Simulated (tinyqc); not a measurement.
# Film and buried-oxide thickness from two coupling ratios

Inverse problem. In a depleted film -dVT/dVb is k1 = Cs Cbox/(Cox (Cs + Cbox)) for a front channel and k2 = Cbox (Cox + Cs)/(Cox Cs) for a back channel, with Cox = eps0 eox/tox, Cs = eps0 eps_r/ts, Cbox = 3.9 eps0/tb. Find ts and tb.

Parameters, values chosen for the exercise; band and dielectric values close to those of silicon:
```
symbol,value,unit,meaning
eps_r,11.5,,relative permittivity
eox,3.9,,relative permittivity of the gate insulator (close to silicon dioxide)
tox,1.7,nm,insulator thickness
```

coupling ratios for a front and a back channel: [0.070475847, 0.51892583]

Solution. With y = Cox/Cs and z = Cox/Cbox, 1/k1 = y + z and k2 = (1 + y)/z, so y = (k2/k1 - 1)/(1 + k2); the thicknesses follow from y and z.

ts = 21.0 nm
tb = 17.0 nm

tinyqc, about 0.4 s, one thread, Intel Xeon 2.30GHz (shared host): `OMP_NUM_THREADS=1 python tinyqc.py 2190090 2190091 out.jsonl`
